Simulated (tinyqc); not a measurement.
Thermionic emission over a Gaussian spread of barriers: two steps of the calculation.

Metal on an n-type semiconductor with one parabolic valley; V > 0 is forward bias (metal positive). Patches of barrier height b are spread as a Gaussian with mean phi - r2 V and variance sg^2 + r3 V; each carries A* T^2 exp(-b/Vt) [exp(V/Vt) - 1].

Parameters, values chosen for the exercise; band and dielectric values close to those of indium phosphide:
```
symbol,value,unit,meaning
T,250,K,temperature
me,0.0812,m0,electron mass
phi,1.07,eV,barrier height seen from the metal
sg,0.042,eV,standard deviation of the barrier heights
r2,-0.015,,"shift of the mean barrier per volt, with its sign reversed (rho2)"
r3,-0.0016,V,change of sg^2 per volt (rho3)
V,0.15,V,bias
nb,11,,barrier heights sampled
```

Constants: q = 1.602176634e-19 C, kB = 1.380649e-23 J/K, h = 6.62607015e-34 J s, m0 = 9.1093837015e-31 kg, Vt = kB T/q. Results are converted to the units shown.

Task 1. Apparent barrier, ideality and current. A* = 4 pi q me m0 kB^2/h^3 (times 1e-4 for A/(cm^2 K^2)). The mean of exp(-b/Vt) gives the apparent barrier phi_ap(V) = phi - r2 V - (sg^2 + r3 V)/(2 Vt), J = A* T^2 exp(-phi_ap/Vt) [exp(V/Vt) - 1], and 1/n = 1 + r2 + r3/(2 Vt).

Find: A*; phi_ap(0); phi_ap(V); n; J.

Result 1.

A* = 9.758 A/(cm^2 K^2)
phi_ap(0) = 1.029 eV
phi_ap(V) = 1.037 eV
n = 1.055
J = 8.056e-13 A/cm^2

Task 2. The same mean by Simpson's rule. With mean mu and deviation s at this bias, take nb equally spaced b from mu - s^2/Vt - 3.5 s to mu + s, the Gaussian density g(b) and y = g exp(-(b - mu)/Vt); the integral I of y gives phi_ap = mu - Vt ln I.

Give: b; g; y; I; phi_ap.

Result 2.

```
point  b (eV)   g (1/eV)  y (1/eV)
0      0.8649  7.6189e-6   0.11545
1      0.8895  1.7848e-4   0.86167
2      0.9142  0.0028070    4.3177
3      0.9388   0.029639    14.525
4      0.9634    0.21011    32.807
5      0.9881     1.0000    49.747
6      1.0127     3.1954    50.645
7      1.0374     6.8550    34.616
8      1.0620     9.8733    15.885
9      1.0866     9.5474    4.8939
10     1.1113     6.1983    1.0123
```

I = 5.1502
phi_ap = 1.0369 eV

Computed by the program tinyqc: `OMP_NUM_THREADS=1 python tinyqc.py 2640078 2640079 out.jsonl`, one thread of a shared Intel Xeon 2.30GHz, about 0.01 s for the whole run.
